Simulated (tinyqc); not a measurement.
Inside a calculation. Model: classical Heisenberg spin chain: exact results, Metropolis, heat-bath and over-relaxation steps, and a Monte Carlo run. Computed by tinyqc, a small Python program that keeps every step. Command: `OMP_NUM_THREADS=1 python tinyqc.py 3130511 3130512 out.jsonl heismc walk`. One thread of a shared host (Intel(R) Xeon(R) Processor @ 2.30GHz), about 0.1 s of CPU time with the checks. Intermediate numbers are printed to about 7 digits and carried at full precision; extremes and crossings named in words are read from the listed rows.

E = -J sum_i s_i . s_(i+1) for unit vectors s_i on an open chain; K = J/(k_B T).

Inputs (values chosen for the exercise, for a model chain of large moments): coupling J = -10 meV; temperature T = 269 K; moment mu = 5.5 mu_B; length N of the open chain = 8; seed = 687828.

Update: heat bath.

Constants: k_B = 8.617333262e-05 eV/K; mu_B = 5.7883818060e-05 eV/T.

## Exact results

Each bond angle is independent, so u = <s_i . s_(i+1)> = coth K - 1/K, <s_i . s_(i+n)> = u^n, correlation length xi = -1/ln|u|, energy per bond -J u, heat capacity per bond c/k_B = 1 - K^2/sinh^2 K, and for the long chain chi = mu^2 (1 + u)/(3 k_B T (1 - u)) per spin.

K = -0.4313947

u = -0.1420452

xi = 0.5123975 sites

energy per bond = -1.420452 meV

heat capacity = 0.05979136 k_B/bond

chi over the Curie value = 0.7512441

chi = 0.01891547 mu_B/T per spin

For |K| << 1, u = K/3 = -0.1438.

## Finite chain

For N spins, <|sum s|^2>/N = (1 + u)/(1 - u) - 2 u (1 - u^N)/(N (1 - u)^2); the long chain has (1 + u)/(1 - u), chi over the Curie value, and the difference is relative to it.

<|sum s|^2>/N = 0.7784712

difference from the long chain = 3.624256 %

## Four single-spin steps

four neighbouring spins (rows; components x, y, z):
```
[[-0.3073, -0.0051, -0.9516],
 [0.6491, -0.5396, 0.5362],
 [-0.8005, -0.2979, -0.5200],
 [-0.0137, -0.9942, 0.1063]]
```

random numbers, one row a step:
```
[[0.4087, 0.7677, 0.3858],
 [0.3269, 0.5708, 0.9094],
 [0.0136, 0.6109, 0.2038],
 [0.5986, 0.4878, 0.6325]]
```

The given spins are first normalised. Spins 2 and 3 are updated in turn, with h = K (sum of the two neighbours). Heat bath: cos(theta) = 1 + ln(1 - r1 (1 - exp(-2 |h|)))/|h| about n = h/|h|, azimuth 2 pi r2 = phi in the frame a = n x z/|n x z|, b = n x a: s = n cos(theta) + sin(theta)(a cos(phi) + b sin(phi)); r1, r2 are the first two numbers of the row.

Steps:
```
spin        |h|  h . s before  h . s after       move           x           y           z
2     0.8053031     0.5800778    0.4092108  heat bath  -0.3240886  -0.1877415   0.9272107
3     0.6928330    -0.0367060    0.4116317  heat bath  -0.5119687   0.8509451  -0.1173904
2     0.6860930     0.3815528    0.6758894  heat bath   0.5505544  -0.3790170   0.7437984
3     0.7342231     0.6657335    0.1166423  heat bath  -0.9531920  -0.2654117  -0.1448504
```

## A run and its error bars

From the ordered state (alternating for J < 0), with each spin drawn from exp(h . s), h = K x sum of neighbours, 200 sweeps are discarded and 1600 recorded (even and odd sites in turn; random numbers not printed, so these rows are one sample). Errors are the scatter of block means over sqrt(number of blocks).

Blocking:
```
block length  mean bond product        error  <|sum s|^2>/N       error
1                    -0.1417418  0.005260596      0.8042658  0.01547151
4                    -0.1417418  0.005064396      0.8042658  0.01482528
16                   -0.1417418  0.004736877      0.8042658  0.01403428
40                   -0.1417418  0.005101089      0.8042658  0.01701544
80                   -0.1417418  0.004461686      0.8042658  0.01648527
```

With blocks of 40 the bond product is 0.1 error bars from the exact u = -0.1420, and <|sum s|^2>/N is 1.5 from the exact 0.778. Blocking to 40 changes the two errors by factors 1.0 and 1.1.

Checks made by the program: c against a difference of the energy (relative difference 1e-09).
